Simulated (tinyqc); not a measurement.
Efficiency against current: defect, radiative and Auger recombination at equal electron and hole densities (ABC model).

J/(e d) = Ae n + B n^2 + C n^3 with Ae = A + 4 S/w (four side walls, carriers spread evenly), e = 1.602176634e-19 C, lengths in cm; internal efficiency IQE = B n^2/(Ae n + B n^2 + C n^3); all injected carriers recombine in the layer.

Inputs chosen for the exercise (orders of magnitude like those quoted for Ge; the results hold for these values, not for the real material): A = 50000 1/s (defect rate); B = 5.5e-14 cm^3/s (radiative coefficient); C = 2.1e-31 cm^6/s (Auger coefficient); S = 0 cm/s (recombination velocity of the side walls); w = 4.9 micrometre (side of the square mesa); d = 550 nm (active thickness).

The slope is d ln(B n^2)/d ln J = 2 (Ae + B n + C n^2)/(Ae + 2 B n + 3 C n^2).

Results:
```
J (A/cm^2)  n (1/cm^3)      IQE  slope  differential lifetime (ns)
0.00050       1.13e+15  0.00125  1.997                    1.99e+04
0.0020        4.52e+15  0.00494  1.990                    1.98e+04
0.0080        1.78e+16   0.0192  1.957                    1.92e+04
0.030         6.27e+16   0.0636  1.828                    1.68e+04
0.10          1.73e+17    0.144  1.498                    1.14e+04
0.50          4.67e+17    0.211  1.018                    4.19e+03
2.0           8.76e+17    0.186  0.824                    1.59e+03
8.0           1.50e+18    0.136  0.741                         612
30            2.42e+18   0.0943  0.706                         250
1.0e+02       3.67e+18   0.0655  0.689                         112
```

IQE peaks at 0.212 for J = 0.545 A/cm^2, where the slope passes 1. It is 0.00125 at the lowest current and 0.0655 at the highest, a droop of 69 %. The slope runs from 2.00 to 0.69; its limits are 2 (defects alone), 1 (radiation alone) and 2/3 (Auger alone).

Run: tinyqc, `OMP_NUM_THREADS=1 python tinyqc.py 1650231 1650232 out.jsonl`; Intel(R) Xeon(R) Processor @ 2.30GHz, one thread, shared host; about 0.01 s of CPU time with all checks.
